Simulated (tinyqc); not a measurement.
# Thermionic-field emission through a Schottky barrier, WKB: contact resistivity against doping

Metal on an n-type semiconductor with one parabolic valley; V > 0 is forward bias (metal positive). Energies E are counted from the conduction edge of the neutral semiconductor, whose Fermi level lies at -xi; that of the metal lies at -xi - V. The barrier is a parabola of height Vd = phi - xi - V (depletion approximation, no image force).

Nc = 2 (2 pi me m0 kB T/h^2)^1.5 (times 1e-6 for cm^-3); Nd = Nc F12(-xi/Vt), F12(x) = (2/sqrt(pi)) int_0^infinity sqrt(u)/(1 + exp(u - x)) du; E00 = (hbar/2) sqrt(Nd/(me m0 eps0 eps_r)) in SI units (volts). For E < Vd, ln T(E) = -(Vd/E00) [sqrt(1 - y) - y ln((1 + sqrt(1 - y))/sqrt(y))], y = E/Vd; T(E) = 1 above. J = A* T (q/kB) int_0^infinity T(E) N(E) dE, N = ln[(1 + exp((-xi - E)/Vt))/(1 + exp((-xi - V - E)/Vt))], A* = 4 pi q me m0 kB^2/h^3 (times 1e-4 for A/(cm^2 K^2)). The integral is converged to the digits shown; the share over the barrier is that of E > Vd, and 0 means below 1e-6 %. The contact resistivity is rho_c = 1/(dJ/dV) at V = 0, where N becomes V f/Vt with f = 1/(1 + exp((E + xi)/Vt)). The last column is the thermionic value Vt exp(phi/Vt)/(A* T^2). By a common rule of thumb, E00/Vt below 0.5 marks thermionic emission, 0.5 to 5 thermionic-field emission and above 5 field emission.

Inputs (values chosen for the exercise); band and dielectric values those of a made-up semiconductor: temperature T = 300 K; electron mass me = 0.0583 m0; relative permittivity eps_r = 16; barrier height seen from the metal phi = 0.52 eV.

Constants: q = 1.602176634e-19 C, kB = 1.380649e-23 J/K, eps0 = 8.8541878128e-12 F/m, hbar = 1.054571817e-34 J s, h = 6.62607015e-34 J s, m0 = 9.1093837015e-31 kg, Vt = kB T/q. Results are converted to the units shown.

Results:
```
Nd (cm^-3)	E00/Vt	rho_c (ohm cm^2)	thermionic rho_c (ohm cm^2)
9.4e16	0.2280	4.646	22.30
2.1e17	0.3408	2.201	22.30
4.7e17	0.5098	0.6375	22.30
1e18	0.7436	0.09123	22.30
2.3e18	1.128	0.002973	22.30
5.2e18	1.696	5.394e-5	22.30
2.6e19	3.792	1.569e-7	22.30
5.8e19	5.663	2.726e-8	22.30
```

Estimate the missing row, Nd = 1.2e19 cm^-3.

Computed row:
```
Nd (cm^-3)	E00/Vt	rho_c (ohm cm^2)	thermionic rho_c (ohm cm^2)
1.2e19	2.576	1.669e-6	22.30
```

With this row back in the table: rho_c falls from 4.65 to 2.73e-8 ohm cm^2: 0.21 of the thermionic value in the first row (thermionic emission) and 1.2e-9 of it in the last (field emission). Between the last two rows ln rho_c changes by 0.519 eV for each unit of 1/E00, to be set beside phi = 0.52 eV of the rule rho_c ~ exp(phi/E00). Even in the first row most of the current tunnels through the thin top of the barrier.

Range of the model: The depletion approximation, a parabolic band and the neglect of image-force lowering make these currents estimates at high doping.

tinyqc, about 0.03 s, one thread, Intel Xeon 2.30GHz (shared host): `OMP_NUM_THREADS=1 python tinyqc.py 2640134 2640135 out.jsonl`
